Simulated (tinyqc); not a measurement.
What each parameter of the potential does: deformation potentials from a strained empirical pseudopotential.

Diamond lattice, no spin-orbit coupling. Atomic form factor V(q) = a1 (q^2 - a2)/(a3 exp(a4 q^2) - 1) in rydberg with q in 1/bohr, for the unstrained cell. Under a strain e the reciprocal vectors and k go over into (1 + e)^(-1) G, the atoms sit at +/- tau with tau = (1 + e) a (1,1,1)/8 - zeta a (eyz, ezx, exy)/4, and H(G,G') = c |k + G|^2 delta + (V(q)/det(1 + e)) cos(q.tau), q = G - G', with the term q = 0 left out; c = hbar^2/2m0. The basis is fixed before straining: all G with |k + G|^2 up to 16 (2 pi/a)^2. k is given in units of 2 pi/a of the unstrained cell.

Constants: hbar^2/2m0 = 3.80998211 eV angstrom^2; Ry = 13.60569312 eV; a0 (Bohr radius) = 0.5291772105 angstrom.

Parameters, chosen for this exercise (near those of Si; the results hold for these values, not for the real material):
- a = 5.432 angstrom (lattice constant)
- a1 = 0.539
- a2 = 2.179
- a3 = 2.067
- a4 = 0.483
- kD = 0.82 2 pi/a (position of the Delta minimum)

Gaps from the valence top to level 8 at Gamma and level 5 at (kD,0,0) and L, and their deformation potentials [E(+h) - E(-h)]/(3 ln((1 + h)/(1 - h))) for e = +/- h 1, h = 0.002. The row for the lattice constant keeps V(q) without the volume factor, so it is not a strain.

Results for these values:

| case | Gamma (eV) | Delta (eV) | L (eV) | potential Gamma (eV) | potential Delta (eV) | potential L (eV) |
|---|---|---|---|---|---|---|
| base | 4.246 | 1.154 | 2.078 | -8.93 | 2.59 | -1.98 |

What happens to each result for a1 = 0.544, all else kept?

Answer: Gamma rises from 4.246 to 4.290; Delta rises from 1.154 to 1.221; L rises from 2.078 to 2.127; potential Gamma falls from -8.93 to -9.00; potential Delta falls from 2.59 to 2.58; potential L falls from -1.98 to -2.00.

The same for each parameter in turn:

| case | Gamma (eV) | Delta (eV) | L (eV) | potential Gamma (eV) | potential Delta (eV) | potential L (eV) |
|---|---|---|---|---|---|---|
| base | 4.246 | 1.154 | 2.078 | -8.93 | 2.59 | -1.98 |
| a = 5.378 angstrom | 4.368 | 0.857 | 1.977 | -8.62 | 2.89 | -1.81 |
| a1 = 0.544 | 4.290 | 1.221 | 2.127 | -9.00 | 2.58 | -2.00 |
| a2 = 2.201 | 4.131 | 1.229 | 2.075 | -9.00 | 2.53 | -2.02 |
| a3 = 2.088 | 4.197 | 1.060 | 2.012 | -8.83 | 2.58 | -1.98 |
| a4 = 0.478 | 4.342 | 1.242 | 2.154 | -9.10 | 2.51 | -2.06 |

(tinyqc, `OMP_NUM_THREADS=1 python tinyqc.py 1880948 1880949 out.jsonl`, Intel(R) Xeon(R) Processor @ 2.30GHz, 1 thread, shared host, about 0.2 s.)
